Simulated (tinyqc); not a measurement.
Lifetime against injection: carrier lifetime from Shockley-Read-Hall, radiative, Auger and surface recombination. Computed by tinyqc, a small Python program. Command: `OMP_NUM_THREADS=1 python tinyqc.py 3014599 3014600 out.jsonl lifetime walk`. One thread of a shared host (Intel(R) Xeon(R) Processor @ 2.30GHz), about 0.02 s of CPU time with the checks.

Energies are counted from the top of the valence band. Boltzmann statistics, full ionisation, and equal excess densities of electrons and holes.

Inputs (values chosen for the exercise, with bands modelled on ZnO):

| quantity | value | unit |
|---|---|---|
| gap E_g | 3.4 | eV |
| electron mass m_e | 0.273 | m_0 |
| valleys M_c | 1 | - |
| hole mass m_h | 0.8 | m_0 |
| temperature T | 350 | K |
| doping N | 6.4e+16 | cm^-3 |
| trap level E_t | 1.8 | eV |
| trap density N_t | 1.2e+12 | cm^-3 |
| electron cross-section sigma_n | 3.9e-16 | cm^2 |
| hole cross-section sigma_p | 2.1e-14 | cm^2 |
| radiative coefficient B | 6.5e-11 | cm^3/s |
| Auger coefficient C_n | 4.1e-30 | cm^6/s |
| Auger coefficient C_p | 4.5e-30 | cm^6/s |
| diffusion coefficient D | 4.4 | cm^2/s |
| surface velocity S | 77000 | cm/s |
| thickness W | 8.7 | micrometre |

Doping: n-type. Surface term: two equal surfaces.

Constants: m_0 = 9.1093837015e-31 kg; k_B = 1.380649e-23 J/K; h = 6.62607015e-34 J s; k_B = 8.617333262e-05 eV/K.

Method:
- N_c = 2 M_c (2 pi m_e k_B T/h^2)^(3/2) and N_v = 2 (2 pi m_h k_B T/h^2)^(3/2), masses in units of m_0.
- n_i = sqrt(N_c N_v) exp(-E_g/2 k_B T); majority density N/2 + sqrt(N^2/4 + n_i^2), minority density n_i^2 over it.
- v = sqrt(3 k_B T/m) with m_e or m_h; tau_n0 = 1/(sigma_n v_n N_t), tau_p0 = 1/(sigma_p v_p N_t); n1 = N_c exp(-(E_g - E_t)/k_B T), p1 = N_v exp(-E_t/k_B T).
- The slowest diffusion mode has x tan x = S W/(2 D) with 0 < x < pi/2 (bisection), and tau_s = W^2/(4 x^2 D). The common approximation is W/(2 S) + W^2/(pi^2 D).
- With n = n_0 + dn, p = p_0 + dn and U/dn = 1/tau: (n p - n_i^2)/dn = n_0 + p_0 + dn = s; 1/tau_SRH = s/[tau_p0 (n + n1) + tau_n0 (p + p1)]; 1/tau_rad = B s; 1/tau_Aug = (C_n n + C_p p) s; the rates add, with 1/tau_s.
- Rows stop below half the smaller effective density of states.

N_c = 4.51062e+18 cm^-3

N_v = 2.26270e+19 cm^-3

n_0 = 6.40e+16 cm^-3

p_0 = 1.75727e-28 cm^-3

tau_p0 = 2.81354e-06 s

n1 = 4.12335e-05 cm^-3

tau_n0 = 8.85001e-05 s

p1 = 2.72752e-07 cm^-3

tau_s = 2.22531e-08 s

Lifetimes (s):

| dn (cm^-3) | SRH | radiative | Auger | effective | radiative efficiency | fastest channel |
|---|---|---|---|---|---|---|
| 1.00e+10 | 2.8136e-06 | 2.4038e-07 | 5.9546e-05 | 2.0214e-08 | 0.08409 | surface |
| 1.00e+11 | 2.8137e-06 | 2.4038e-07 | 5.9546e-05 | 2.0214e-08 | 0.08409 | surface |
| 1.00e+12 | 2.8149e-06 | 2.4038e-07 | 5.9544e-05 | 2.0214e-08 | 0.08409 | surface |
| 1.00e+13 | 2.8274e-06 | 2.4035e-07 | 5.9518e-05 | 2.0215e-08 | 0.08411 | surface |
| 1.00e+14 | 2.9516e-06 | 2.4001e-07 | 5.9259e-05 | 2.0218e-08 | 0.08424 | surface |
| 1.00e+15 | 4.1751e-06 | 2.3669e-07 | 5.6770e-05 | 2.0235e-08 | 0.08549 | surface |
| 1.00e+16 | 1.4773e-05 | 2.0790e-07 | 3.8787e-05 | 2.0064e-08 | 0.09651 | surface |
| 1.00e+17 | 5.6777e-05 | 9.3809e-08 | 5.4326e-06 | 1.7921e-08 | 0.19104 | surface |
| 1.00e+18 | 8.5990e-05 | 1.4459e-08 | 1.0605e-07 | 8.0946e-09 | 0.55982 | radiative |

What does the comparison show, and why?

tau_SRH goes from 2.81e-6 s at low injection (the minority capture time, 2.81e-6 s) to 8.60e-5 s in the last row; at high injection it tends to tau_n0 + tau_p0 = 9.13e-5 s. Ruling channel by row: surface from 1e10, radiative from 1e18 cm^-3.
